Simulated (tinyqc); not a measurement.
Tension along [110]: repopulation and mass change: two-band k.p model of the Delta valleys near the X point under shear strain.

Valley pair on the [001] axis, kz counted from the X point, c = hbar^2/2m0, k0 = kx0 2 pi/a. H = (c kz^2/ml + c (kx^2 + ky^2)/mt + c k0^2/ml) 1 + (2 c k0 kz/ml) sigma_z + (D exy - 2 c kx ky/Mp) sigma_x, so E = c kz^2/ml + c (kx^2 + ky^2)/mt + c k0^2/ml -/+ sqrt((2 c k0 kz/ml)^2 + (D exy - 2 c kx ky/Mp)^2). Without strain the lower band has its minima, E = 0, at kz = +/- k0. Shifts from diagonal strain are left out.

For |eta| < 1: k_min = k0 sqrt(1 - eta^2), E_min = -Delta eta^2/2, ml(eta) = ml/(1 - eta^2), 1/m[110] = 1/mt + eta/Mp, 1/m[1-10] = 1/mt - eta/Mp. For |eta| > 1 the minimum sits at X: E_min = -Delta (2 |eta| - 1)/2, ml(eta) = ml/(1 - 1/|eta|), and eta is replaced by its sign in the transverse masses. Here Delta = 2 c k0^2/ml and eta = D exy/Delta.

s11 = (C11 + C12)/((C11 - C12)(C11 + 2 C12)), s12 = -C12/((C11 - C12)(C11 + 2 C12)), s44 = 1/C44; exx = s11 sxx + s12 (syy + szz) and cyclic, exy = s44 sxy/2; tension is positive. A uniaxial stress X along the unit vector n is s_ij = X n_i n_j.

Constants: hbar^2/2m0 = 3.80998211 eV angstrom^2; kB = 8.617333262e-05 eV/K.

Parameters, chosen for this exercise (near those of Si; the results hold for these values, not for the real material):
```
symbol  value  unit      meaning
a       5.429  angstrom  lattice constant
ml      0.93   m0        longitudinal mass
mt      0.204  m0        transverse mass
kx0     0.152  2 pi/a    distance of the minimum from X
D       14.7   eV        shear deformation potential
Mp      0.24   m0        coupling mass
C11     165.9  GPa
C12     63.4   GPa
C44     79.8   GPa
Xu      9.08   eV        uniaxial potential
T       300    K         temperature
```

The z valleys move against the x and y valleys by Xu (ezz - exx) and, through the shear, by E_min. Share of the z valleys n = w/(w + 2 exp(dE/kT)), dE the total relative shift, w = sqrt(ml(eta) m[110] m[1-10]/(ml mt^2)). Along [110]: 1/m_c = n/m[110] + (1 - n)(1/ml + 1/mt)/2. Fixed masses means E_min = 0, w = 1, m[110] = mt. Gains are against 3/(1/ml + 2/mt) at a fixed scattering time.

Results:
```
X (GPa)  Xu (ezz - exx) (meV)  E_min (meV)  m[110]  m_c fixed masses  m_c with shear  gain fixed (%)  gain with shear (%)
0.00                      0.0          0.0  0.2040            0.2758          0.2758             0.0                  0.0
0.25                    -11.1         -0.3  0.1964            0.2618          0.2559             5.3                  7.8
1.00                    -44.3         -4.2  0.1767            0.2275          0.1982            21.2                 39.1
1.50                    -66.4         -9.4  0.1656            0.2151          0.1736            28.2                 58.9
2.00                    -88.6        -16.7  0.1559            0.2090          0.1583            32.0                 74.1
3.00                   -132.9        -37.6  0.1394            0.2049          0.1396            34.6                 97.5
```

Give the missing row, X (GPa) = 0.50.

Computed row:
```
X (GPa)  Xu (ezz - exx) (meV)  E_min (meV)  m[110]  m_c fixed masses  m_c with shear  gain fixed (%)  gain with shear (%)
0.50                    -22.1         -1.0  0.1894            0.2486          0.2350            10.9                 17.3
```

At 1 GPa repopulation alone gives 21.2 % and the shear terms raise it to 39.1 %. From 2 to 3 GPa the fixed-mass gain grows by 2.6 points, towards its ceiling of 35.2 % when all electrons sit in the z valleys, whereas the gain with shear grows by 23.4 points because m[110] keeps falling.

Computed by tinyqc, a small Python program: `OMP_NUM_THREADS=1 python tinyqc.py 1081473 1081474 out.jsonl` (the numbers bound the seed that draws the inputs); one thread of a shared host (Intel(R) Xeon(R) Processor @ 2.30GHz), about 0.01 s for the whole set of steps.
